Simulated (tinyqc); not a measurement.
Pariser-Parr-Pople SCF with singles CI, for the molecule C1=CC2=CC=CC2=C1 (SMILES; centres numbered as the heavy atoms are written), step by step. One step of it, computed by the program tinyqc.

Problem. Singles CI, singlets. Over the 4 single excitations with the smallest orbital gaps: A = (e_a - e_i) delta + 2 (ia|jb) - (ij|ab), with (pq|rs) = sum c_mp c_mq gamma_mn c_nr c_ns. f = 2/3 w |mu|^2 in atomic units, mu = sqrt2 sum c_ia sum_m c_mi c_ma R_m.

orbital energies (eV): -15.099950  -12.403155  -10.702548  -9.616231  -2.791175  1.640735  2.899049  3.422730

coefficients:
```
         MO1        MO2        MO3        MO4        MO5        MO6        MO7        MO8
1C  0.287780   0.520392   0.000000   0.501224   0.000000   0.478740   0.407378   0.000000
2C  0.320114   0.338520   0.398994   0.114251   0.500000  -0.367973  -0.366706  -0.301337
3C  0.460691   0.000000   0.426155  -0.471877   0.000000   0.000000   0.255140   0.564262
4C  0.320114  -0.338520   0.398994   0.114251  -0.500000   0.367973  -0.366706  -0.301337
5C  0.287780  -0.520392   0.000000   0.501224   0.000000  -0.478740   0.407378   0.000000
6C  0.320114  -0.338520  -0.398994   0.114251   0.500000   0.367973  -0.366706   0.301337
7C  0.460691   0.000000  -0.426155  -0.471877   0.000000   0.000000   0.255140  -0.564262
8C  0.320114   0.338520  -0.398994   0.114251  -0.500000  -0.367973  -0.366706   0.301337
```

repulsion gamma_rs (eV), lower triangle:
```
           1C         2C         3C         4C         5C         6C         7C         8C
1C  11.130000
2C   7.552804  11.130000
3C   5.520570   7.554850  11.130000
4C   3.705303   4.865167   7.554850  11.130000
5C   3.201289   3.705303   5.520570   7.552804  11.130000
6C   3.705303   3.863003   5.519866   5.518526   7.552804  11.130000
7C   5.520570   5.519866   7.553862   5.519866   5.520570   7.554850  11.130000
8C   7.552804   5.518526   5.519866   3.863003   3.705303   4.865167   7.554850  11.130000
```

Centres (angstrom, eV; a flat drawing with bonds scaled to 1.40 angstrom):
```
centre          x          y  core charge z          W   gamma_rr
1C       2.154000   0.000000              1  11.160000  11.130000
2C       1.331000   1.133000              1  11.160000  11.130000
3C       0.000000   0.700000              1  11.160000  11.130000
4C      -1.331000   1.133000              1  11.160000  11.130000
5C      -2.154000   0.000000              1  11.160000  11.130000
6C      -1.331000  -1.133000              1  11.160000  11.130000
7C       0.000000  -0.700000              1  11.160000  11.130000
8C       1.331000  -1.133000              1  11.160000  11.130000
```

Give: singlet CI matrix; singlet excitation energies; oscillator strengths.

Solution.

singlet CI matrix (eV), lower triangle:
```
        4>5     3>5     2>5     4>6
4>5  0.8745
3>5  0.0000  4.0188
2>5  0.0000  0.0000  5.1709
4>6  0.0000  0.8627  0.0000  6.3739
```

singlet excitation energies (eV): 0.8745  3.7366  5.1709  6.6561

oscillator strengths: 0.0000  0.3753  0.5324  1.4092
